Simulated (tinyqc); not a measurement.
The decay curve: photoconductance decay in a wafer: bulk and surface recombination modes, and iron detection by pair splitting. Computed by tinyqc, a small Python program. Command: `OMP_NUM_THREADS=1 python tinyqc.py 3112655 3112656 out.jsonl pcd walk`. One thread of a shared host (Intel(R) Xeon(R) Processor @ 2.30GHz), about 0.01 s of CPU time with the checks.

Both faces of the wafer have the same S; injection is low and all coefficients are constant. x runs from -W/2 to W/2.

Inputs (values chosen for the exercise, modelled on p-type silicon):
```
quantity                          value         unit
thickness W                         200   micrometre
diffusivity D                        28       cm^2/s
bulk lifetime tau_b without iron    600  microsecond
surface recombination velocity S     50         cm/s
absorption coefficient alpha        730         1/cm
```

Method:
- Even modes cos(a x) obey b tan b = S W/(2 D) with b = a W/2, odd modes sin(a x) obey -b cot b = S W/(2 D); each decays at the rate 1/tau_b + D a^2.
- tau_eff is the decay time of the first mode. The surface time is 1/(D a^2) of that mode; shortcuts for it are W/(2 S), W^2/(pi^2 D) and their sum, whose error is sum/surface time - 1.
- Light from one face makes n(x, 0) proportional to exp(-alpha (x + W/2)). Only even modes carry the thickness average: weight c_n = [sin b/b] int n cos(a x) dx / (int cos^2(a x) dx x mean n), with int exp(-alpha (x + W/2)) cos(a x) dx = [alpha cos b (1 - E) + a sin b (1 + E)]/(alpha^2 + a^2), E = exp(-alpha W), and int cos^2 = W/2 + sin(2 b)/(2 a).
- Mean density = sum_n c_n exp(-t/tau_n) over 60 modes; the local decay time is -1/(d ln n/dt).

W^2/(pi^2 D) = 1.44745 microsecond

tau_eff = 150.669 microsecond

Decay:
```
t / (W^2/(pi^2 D))  t (microsecond)  mean density/start  local decay time (microsecond)
0.02                         0.0289             0.99926                           46.59
0.05                         0.0724             0.99844                           59.31
0.10                         0.1447             0.99736                           73.76
0.20                         0.2895             0.99564                           93.78
0.50                         0.7237             0.99180                          128.56
1.00                         1.4474             0.98670                          147.26
2.00                         2.8949             0.97721                          150.61
```

What does the comparison show, and why?

The local decay time goes from 46.6 to 151 microsecond against tau_eff = 151. Early on higher modes speed the decay, so a fit must start late.
